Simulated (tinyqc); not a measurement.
Inputs raised by 2 %, one at a time: surface photovoltage measurement of the minority-carrier diffusion length in a wafer. Computed by tinyqc, a small Python program. Command: `OMP_NUM_THREADS=1 python tinyqc.py 3130266 3130267 out.jsonl spv sens`. One thread of a shared host (Intel(R) Xeon(R) Processor @ 2.30GHz), about 0.02 s of CPU time with the checks.

Low injection, steady light, a depletion layer much thinner than 1/alpha and L. The excess density dn is taken at the front edge of the neutral region; light that reaches the back is lost.

Inputs (values chosen for the exercise, modelled on p-type silicon at room temperature):
```
quantity                                              value               unit
diffusion length L                                      340         micrometre
wafer thickness W                                       625         micrometre
diffusivity D                                          33.8             cm^2/s
front recombination velocity S_f                      24000               cm/s
back recombination velocity S_b                       60000               cm/s
photon flux entering                                1.3e+13         1/(cm^2 s)
minority density at the surface barrier scale n_0     6e+08             1/cm^3
temperature T                                           298                  K
wavelength                                              938                 nm
relative noise of each reading                          0.2                  %
diffusion length after pair splitting over L           0.84                  -
iron factor C                                      1.07e+16  micrometre^2/cm^3
```

normal deviates g for the noise: 0.48  0.08  -0.73  -1.62  -1.45  0.09  0.40

Constants: k_B = 8.617333262e-05 eV/K.

Method:
- alpha = (84.732/lambda - 76.417)^2 per cm with lambda in micrometre (an empirical fit for silicon between 0.7 and 1.05 micrometre).
- Thick wafer: dn = Phi L/((S_f + D/L)(L + 1/alpha)). Finite wafer, with s = S_b L/D, w = W/L, a = alpha L: dn = [Phi a/(a^2 - 1)] [a - B - exp(-alpha W)(a - s)/(cosh w + s sinh w)]/(S_f + B D/L), B = (sinh w + s cosh w)/(cosh w + s sinh w).
- Photovoltage V = (k_B T/e) ln(1 + dn/n_0). Lifetime = L^2/D.
- Readings y = (Phi/dn) (1 + noise x g) at 780, 830, 880, 920, 950, 975 and 995 nm; a least-squares line y = c (1/alpha + L_app) gives L_app = intercept/slope.
- Splitting iron-boron pairs in boron-doped silicon shortens L; with nothing else changing, [Fe] = C (1/L_after^2 - 1/L^2). It is evaluated with the true lengths and with the apparent ones (without noise), which differ when the wafer is not thick against L.

Runs; columns: (1) input moved; (2) from; (3) to; (4) dn, finite wafer (1/cm^3); (5) apparent length L_app (micrometre); (6) photovoltage V (mV); (7) [Fe] from the apparent lengths (1/cm^3):
```
(1)                                          (2)        (3)        (4)    (5)    (6)        (7)
base run                                       -          -  4.466e+08  303.1  14.29  3.373e+10
diffusion length L (micrometre)              340      346.8  4.478e+08  307.2  14.32  3.226e+10
wafer thickness W (micrometre)               625      637.5  4.469e+08  305.4  14.30  3.393e+10
diffusivity D (cm^2/s)                      33.8     34.476  4.462e+08  303.1  14.28  3.373e+10
front recombination velocity S_f (cm/s)    24000      24480  4.382e+08  303.1  14.08  3.373e+10
back recombination velocity S_b (cm/s)     60000      61200  4.466e+08  303.1  14.29  3.373e+10
photon flux entering (1/(cm^2 s))        1.3e+13  1.326e+13  4.555e+08  303.1  14.51  3.373e+10
wavelength (nm)                              938     956.76  4.274e+08  303.1  13.81  3.373e+10
```

Exponents ln(y'/y) / ln(x'/x):
```
input                             dn, finite wafer  apparent length L_app  photovoltage V  [Fe] from the apparent lengths
diffusion length L                           0.140                  0.677           0.108                          -2.248
wafer thickness W                            0.041                  0.382           0.031                           0.294
diffusivity D                               -0.042                  0.004          -0.032                           0.003
front recombination velocity S_f            -0.959                  0.000          -0.737                           0.000
back recombination velocity S_b              0.000                 -0.003           0.000                          -0.003
photon flux entering                         1.000                  0.000           0.765                           0.000
wavelength                                  -2.221                  0.000          -1.711                           0.000
```

Among the inputs moved here: dn, finite wafer answers most in size to wavelength (exponent -2.221), next to photon flux entering (+1.000); its exponent is below 0.0005 for back recombination velocity S_b. Its exponent -0.959 in front recombination velocity S_f: the front surface takes the carriers. Apparent length L_app answers most in size to diffusion length L (exponent +0.677), next to wafer thickness W (+0.382); its exponent is below 0.0005 for front recombination velocity S_f, photon flux entering, wavelength. Its exponent 0.000 in front recombination velocity S_f: S_f scales all readings alike. Photovoltage V answers most in size to wavelength (exponent -1.711), next to photon flux entering (+0.765); its exponent is below 0.0005 for back recombination velocity S_b. [Fe] from the apparent lengths answers most in size to diffusion length L (exponent -2.248), next to wafer thickness W (+0.294); its exponent is below 0.0005 for front recombination velocity S_f, photon flux entering, wavelength.

Caution (all rows): dn is not small against n_0, so V is not linear in the flux; the constant-flux reading then needs dn, not V.
